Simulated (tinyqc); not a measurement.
p-n diode with diffusion and depletion-layer recombination: one step of the calculation.

Abrupt junction in the depletion approximation, low injection, full ionisation, neutral widths fixed, ohmic contact on the p side. Vj is the junction voltage; where a series resistance Rs is given, V = Vj + J Rs is the terminal voltage.

Task. New Vj. Diffusion current alone: J = J0 (exp(Vj/Vt) - 1), g = Vj + J Rs - V, g' = 1 + Rs J0 exp(Vj/Vt)/Vt, Vj(new) = Vj - g/g'.

Parameters, values chosen for the exercise; band and dielectric values close to those of 4H silicon carbide: temperature T = 325 K; series resistance Rs = 0.04 ohm cm^2; terminal voltage V = 3.05 V.

Constants: q = 1.602176634e-19 C, kB = 1.380649e-23 J/K, Vt = kB T/q. Results are converted to the units shown.

Vj at the start = 1.525 V
J0 = J0n + J0p = 3.0618053e-43 A/cm^2

Find: J; g; g'; Vj after iteration 1.

Result.

J = 1.3620e-19 A/cm^2
g = -1.5250 V
g' = 1.0000
Vj after iteration 1 = 3.0500 V

Computed by the program tinyqc: `OMP_NUM_THREADS=1 python tinyqc.py 2260112 2260113 out.jsonl`, one thread of a shared Intel Xeon 2.30GHz, about 0.01 s for the whole run.
